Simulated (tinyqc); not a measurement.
Low-temperature mobility of a two-dimensional electron gas with static screening: one step, computed by the program tinyqc.

One subband is filled, the gas is degenerate and scatters at the Fermi circle; one permittivity serves on both sides of the interface. All formulas are in SI units, masses times m_0. Piezoelectric and polar phonons are left out, and n_s is taken as set by a gate, independent of N_i.

Question. The integrands at a few angles. Form factors with u = q/b: screening G(q) = [1 + 9u/8 + 3u^2/8]/(1 + u)^3, remote charge P(q) = exp(-q d)/(1 + u)^3. Dielectric function eps(q) = 1 + q_TF G(q)/q, with q = 2 k_F sin(theta/2). Roughness: <|U|^2> = (e F)^2 S(q), S = pi Delta^2 Lambda^2/(1 + q^2 Lambda^2/2)^(3/2). Remote charges: <|U|^2> = N_i [e^2 P(q)/(2 eps eps_0 q)]^2. The last two columns are (m/(pi hbar^3)) <|U|^2>/eps(q)^2.

Inputs (values chosen for the exercise, modelled on an InAs channel): in-plane mass m = 0.0306 m_0; mass across the layer m_z = 0.031 m_0; permittivity eps = 14.8; roughness height Delta = 0.22 nm; correlation length Lambda = 3 nm; remote charge density N_i = 6.6e+10 1/cm^2; distance d of the charges from the interface = 11 nm.

Wave function: Fang-Howard. Roughness spectrum: exponential.

k_F = 0.7177891 1/nm

b = 0.5545892 1/nm

q_TF = 0.07814273 1/nm

effective field F = 0.5060523 MV/cm

Constants: m_0 = 9.1093837015e-31 kg; hbar = 1.054571817e-34 J s; e = 1.602176634e-19 C; eps_0 = 8.8541878128e-12 F/m.

Give: Integrands (1e9/(s rad)).

Answer.

Integrands (1e9/(s rad)):
```
theta (degrees)  q (1/nm)       G  eps(q)  roughness  remote charges
5                   0.063  0.8211   2.025      161.7       3.955e+02
15                  0.187  0.5942   1.248      350.8       2.476e+00
30                  0.372  0.4127   1.087      279.1       3.817e-03
60                  0.718  0.2554   1.028      106.6       8.367e-08
90                  1.015  0.1903   1.015       49.4       1.757e-11
135                 1.326  0.1496   1.009       25.1       3.741e-15
180                 1.436  0.1390   1.008       20.4       2.061e-16
```

Caution: E_F exceeds 100 meV in a band of small mass, where non-parabolicity and upper valleys, left out here, matter. Caution: E_F exceeds 1.1 (hbar^2 e^2 F^2/2 m_z)^(1/3), of the order of the first subband spacing (1.75 times that in a triangular well, less with self-consistent band bending), so a second subband may fill.
